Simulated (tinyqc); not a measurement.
Size of the basis: round or elliptic silicon nanowire with anisotropic valleys (Ritz method).

Wire along x = [110] on a (001) wafer, y = [-110], z = [001]. Valley groups (w = inverse masses): A, two valleys along z: w_y = 1/mt, w_z = 1/ml, m_x = mt; B, four valleys in the wafer plane: w_y = (1/ml + 1/mt)/2, w_z = 1/mt, m_x = (ml + mt)/2.

Hard wall on the ellipse (y/a)^2 + (z/b)^2 = 1, c = hbar^2/2m0. With u = y/a, v = z/b the operator is -c [(w_y/a^2) d2/du2 + (w_z/b^2) d2/dv2] on the unit disc. Basis (1 - u^2 - v^2) u^i v^j; S, X and Y are the disc integrals of f f', (df/du)(df'/du) and (df/dv)(df'/dv), from the integral of u^p v^q = 2 Gamma((p+1)/2) Gamma((q+1)/2)/((p + q + 2) Gamma((p+q+2)/2)) for even p, q; H = c (w_y X/a^2 + w_z Y/b^2).

Constants: hbar^2/2m0 = 3.80998211 eV angstrom^2.

Inputs chosen for the exercise (near those of a Si nanowire; not measured data): ml = 0.916 m0 (longitudinal mass); mt = 0.194 m0 (transverse mass); a = 42 angstrom (semi-axis along y); b = 43 angstrom (semi-axis along z).

Lowest level of each group with 1, 3, 6 and 21 even functions.

Levels (meV):
```
functions,A,B
1,40.15,52.10
3,38.06,50.16
6,38.02,50.15
21,38.02,50.15
```

What can be read from this table?

One function errs by 5.6 % for A and 3.9 % for B, six by 0.00024 and 1.3e-05 meV. The error grows with the axis ratio of the stretched ellipse (2.22, 1.25); for a circle it is 6/5.783 - 1 = 3.7 %.

(tinyqc, `OMP_NUM_THREADS=1 python tinyqc.py 1250386 1250387 out.jsonl`, Intel(R) Xeon(R) Processor @ 2.30GHz, 1 thread, shared host, about 0.05 s.)
